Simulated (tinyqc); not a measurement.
Configuration-coordinate model of a defect: Huang-Rhys factor and luminescence line shape: one step, computed by the program tinyqc.

Ground state E_g(Q) = (1/2) omega_g^2 Q^2; excited state E_e(Q) = E_0 + (1/2) omega_e^2 (Q - dQ)^2 with omega_e = omega_g and E_0 = E_ZPL. Q is mass-weighted; the dipole does not depend on Q (Condon approximation).

Question. Huang-Rhys factors and vertical energies. S = hbar omega dQ^2/(2 hbar^2/u) for each state; relaxation energy S hbar omega; absorption at E_0 + S_e hbar omega_e, emission at E_0 - S_g hbar omega_g; the Stokes shift is their difference.

Inputs (values chosen for the exercise, for a model defect in a wide-gap host): zero-phonon energy E_ZPL = 2.26 eV; displacement dQ = 0.87 u^(1/2) angstrom; ground-state phonon hbar omega_g = 28.5 meV.

Modes: equal frequencies in both states.

Constants: hbar^2/u = 4.18015928e-03 eV angstrom^2.

Give: S_g; S_e; relaxation energy, ground state; relaxation energy, excited state; vertical absorption energy; vertical emission energy; Stokes shift.

Answer.

S_g = 2.5802

S_e = 2.5802

relaxation energy, ground state = 0.073537 eV

relaxation energy, excited state = 0.073537 eV

vertical absorption energy = 2.3335 eV

vertical emission energy = 2.1865 eV

Stokes shift = 0.14707 eV

The coupling is intermediate: phonon replicas can be resolved beside the zero-phonon line.
